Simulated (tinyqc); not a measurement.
# Changing the anneal temperature T

Model: kinetics of strain relaxation and threading dislocations in mismatched semiconductor layers. Computed by tinyqc, a small Python program. Command: `OMP_NUM_THREADS=1 python tinyqc.py 3009043 3009044 out.jsonl threading sweep`. One thread of a shared host (Intel(R) Xeon(R) Processor @ 2.30GHz), about 0.01 s of CPU time with the checks.

60-degree dislocations on {111} planes of a (001) layer, isotropic elasticity. The Schmid factor is 1/sqrt(6), and a misfit segment relieves strain with b/2.

Inputs (values chosen for the exercise, modelled on Ge on Si):
```
quantity                        value         unit
misfit f                         0.04            -
shear modulus G                  56.3          GPa
Poisson ratio nu                 0.26            -
Burgers vector b                    4     angstrom
glide activation energy Q        1.61           eV
velocity prefactor v0           21000  m/s per MPa
layer thickness h                  49           nm
anneal time t                      25            s
initial thread density rho_0   890000       1/cm^2
multiplication constant delta   18000          1/m
```

Sources: fixed density of threads.

Constants: k_B = 8.617333262e-05 eV/K.

Method:
- Excess resolved stress tau = (1/sqrt 6) [2 G (1 + nu)/(1 - nu)] (e - e_eq), e_eq = b (1 - nu/4) [ln(h/b) + 1]/(4 pi (1 + nu) h), the Matthews-Blakeslee strain of an uncapped layer; glide velocity v = v0 tau exp(-Q/(k_B T)), tau in MPa.
- Threads run in two directions, so de/dt = -(b/4) rho v, with rho fixed. With x = e - e_eq, x0 = f - e_eq (fully strained at t = 0) and v = m S x (m the mobility, S x = tau): x = x0 exp(-t/t_r), t_r = 4/(b rho_0 m S).
- The half time is that at which x = x0/2.

One run for each value; columns: (1) anneal temperature T (K); (2) initial velocity (micrometre/s); (3) half time (s); (4) share of the excess strain relieved (%); (5) thread density (1/cm^2):
```
(1)    (2)     (3)      (4)     (5)
691    111  261.87    6.403  890000
712    246  117.96   13.662  890000
733    521   55.62   26.768  890000
755   1095   26.47   48.043  890000
776   2139   13.55   72.172  890000
797   4033    7.18   91.039  890000
818   7362    3.94   98.776  890000
839  13040    2.22   99.959  890000
860  22461    1.29  100.000  890000
```

Over the rows, initial velocity (micrometre/s) rises from 111 to 22500 (exponent d ln y / d ln x 27 between the first rows and 22 between the last); half time (s) falls from 262 to 1.29 (exponent d ln y / d ln x -27 between the first rows and -22 between the last); share of the excess strain relieved (%) rises from 6.40 to 100.0 (exponent d ln y / d ln x 25 between the first rows and 0.017 between the last).

Caution (all rows): at stresses above about 1 GPa the linear velocity law understates glide, as stress lowers the kink barrier. Caution (all rows): at such misfit the layer islands and relaxes during the first nanometres, so a uniform strained start is an idealisation. Caution (all rows): blocking of threads by crossing misfit lines, left out here, leaves real layers with more strain.

Extremes, crossings and ranges named in words are read from the listed rows.
